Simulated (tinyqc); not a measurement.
Size effects in the resistivity of thin metal films and interconnect lines. From one set of inputs to another, one input at a time. Computed by tinyqc, a small Python program. Command: `OMP_NUM_THREADS=1 python tinyqc.py 3021316 3021317 out.jsonl size ladder`. One thread of a shared host (Intel(R) Xeon(R) Processor @ 2.30GHz), about 0.01 s of CPU time with the checks.

Electrons lose their drift at surfaces (a share 1 - p of the hits) and at grain boundaries (reflection R), besides bulk scattering.

The inputs printed are set A. Set A is modelled on cobalt; the values taken over come from a set modelled on gold. Inputs not listed in the table keep their values of set A, so the rows need not describe a real material.

Inputs (values chosen for the exercise, modelled on cobalt):
```
quantity                     value         unit
bulk resistivity rho_b        6.29  microohm cm
bulk mean free path lambda    12.2           nm
specularity p                 0.11            -
grain-boundary reflection R   0.46            -
film thickness h                23           nm
grain size over thickness     0.61            -
```

Geometry: film.

Method:
- D = (ratio) h.
- Mayadas-Shatzkes: alpha = (lambda/D) R/(1 - R); rho_b/rho = 1 - 3 alpha/2 + 3 alpha^2 - 3 alpha^3 ln(1 + 1/alpha).
- Fuchs-Sondheimer film: rho_b/rho = 1 - (3/(2 kappa))(1 - p) int_0^1 (s - s^3)(1 - exp(-kappa/s))/(1 - p exp(-kappa/s)) ds, f = rho/rho_b, kappa = thickness/lambda, 80 Gauss-Legendre points.
- Both together (Mayadas-Shatzkes film): rho_b/rho = (rho_b/rho of the grains alone) - (6/(pi kappa))(1 - p) int_0^(pi/2) dphi int_0^1 ds (cos^2 phi/H^2)(s - s^3)(1 - exp(-kappa H/s))/(1 - p exp(-kappa H/s)), H = 1 + alpha/(cos phi sqrt(1 - s^2)), 40 x 80 Gauss-Legendre points.
- Sheet resistance rho/h; additive estimate rho_b (f_surface + f_grain - 1).

Each row keeps all changes above it:
```
input moved                           from    to  sheet resistance (ohm)  rho/rho_b from surfaces  rho/rho_b from grains
set A                                    -     -                     6.0                    1.205                   2.03
film thickness h (nm)                   23   7.3                    40.8                    1.666                   4.17
bulk mean free path lambda (nm)       12.2  39.9                   113.0                    2.944                  11.24
bulk resistivity rho_b (microohm cm)  6.29  2.28                    41.0                    2.944                  11.24
grain size over thickness             0.61   1.8                    20.4                    2.944                   4.50
specularity p                         0.11  0.58                    16.7                    1.831                   4.50
grain-boundary reflection R           0.46  0.59                    24.1                    1.831                   6.89
```

Sheet resistance goes from 6.03 to 24.1, a factor 4.00 in all. The largest single move comes from film thickness h (a factor 6.76), and bulk resistivity rho_b works against it (a factor 0.362). rho/rho_b from surfaces goes from 1.21 to 1.83, a factor 1.52 in all. The largest single move comes from bulk mean free path lambda (a factor 1.77), and specularity p works against it (a factor 0.622). rho/rho_b from grains goes from 2.03 to 6.89, a factor 3.40 in all. The largest single move comes from bulk mean free path lambda (a factor 2.70), and grain size over thickness works against it (a factor 0.401). The single moves hold for this order of the switches; the total does not depend on the order.

Extremes, crossings and ranges named in words are read from the listed rows.
